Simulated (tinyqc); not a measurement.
Which roughness does what: X-ray reflectivity of a thin film on silicon: critical angles, Parratt recursion, fringes and roughness. Computed by tinyqc, a small Python program. Command: `OMP_NUM_THREADS=1 python tinyqc.py 3121555 3121556 out.jsonl xrr walk`. One thread of a shared host (Intel(R) Xeon(R) Processor @ 2.30GHz), about 0.01 s of CPU time with the checks.

n = 1 - delta + i beta; the classical electron radius is r_e = 2.8179403e-6 nm. Layer 0 is vacuum, 1 the film, 2 the substrate.

Inputs (values chosen for the exercise, modelled on Al2O3 on silicon, copper K-alpha radiation):
```
quantity                                        value     unit
wavelength lambda                             0.15406       nm
film density rho                                 3.24   g/cm^3
effective electrons per unit mass, film         0.494    mol/g
beta/delta, film                                0.012        -
film thickness d                                 33.6       nm
roughness of the surface sigma_1                  0.3       nm
roughness of the interface sigma_2               0.25       nm
substrate density                                2.33   g/cm^3
effective electrons per unit mass, substrate    0.507    mol/g
beta/delta, substrate                           0.023        -
grazing angle theta                              1.52  degrees
```

Constants: N_A = 6.02214076e+23 1/mol.

Method:
- delta = r_e lambda^2 rho_e/(2 pi), rho_e = density x electrons per mass x N_A; critical angle sqrt(2 delta), q_c = 4 sqrt(pi r_e rho_e).
- k_j = (2 pi/lambda) sqrt(sin^2 theta - 2 delta_j + 2 i beta_j); r_ij = (k_i - k_j)/(k_i + k_j) x exp(-2 k_i k_j sigma^2) (Nevot-Croce); r = (r_01 + r_12 p)/(1 + r_01 r_12 p), p = exp(2 i k_1 d); R = |r|^2.
- Far above the critical angle the period is d theta = lambda/(2 d), or 2 pi/d in q; the envelope runs between (|r_01| - |r_12 p|)^2 and (|r_01| + |r_12 p|)^2; contrast = 2 a b/(a^2 + b^2) with a = |r_01|, b = |r_12 p|; roughness factors on the amplitudes are about exp(-q^2 sigma^2/2).
- R is averaged over one period above each angle (64 points); contrast = (max - min)/(max + min) of R theta^4 over that period. Cases: smooth; only sigma_1; only sigma_2; both.

period in theta = 0.131354 degrees

Constants:
```
layer      rho_e (1/nm^3)        delta         beta  critical angle (degrees)  q_c (1/nm)
film              963.880  1.02602e-05  1.23122e-07                  0.259546    0.369498
substrate         711.402  7.57263e-06  1.74170e-07                  0.222977    0.317437
```

Mean R and contrast:
```
theta (degrees)    R smooth  contrast  R, sigma_1  contrast, sigma_1  R, sigma_2  contrast, sigma_2     R, both  contrast, both
0.8              5.7941e-04   0.48971  5.1200e-04            0.51028  5.7679e-04            0.47158  5.0938e-04         0.49137
1.2              1.2170e-04   0.48870  9.3137e-05            0.53888  1.2048e-04            0.45006  9.1906e-05         0.49659
1.8              2.5619e-05   0.48815  1.4436e-05            0.63233  2.5044e-05            0.40045  1.3865e-05         0.53474
2.5              7.0317e-06   0.48804  2.4268e-06            0.75213  6.7929e-06            0.33784  2.1842e-06         0.54798
3.5              1.8878e-06   0.48875  2.9463e-07            0.98163  1.7935e-06            0.22915  1.9955e-07         0.66403
```

What does the comparison show, and why?

At 2.5 degrees sigma_1 alone multiplies the mean R by 0.35 and sigma_2 alone by 0.97; the contrast goes from 0.49 (smooth) to 0.75 and 0.34.
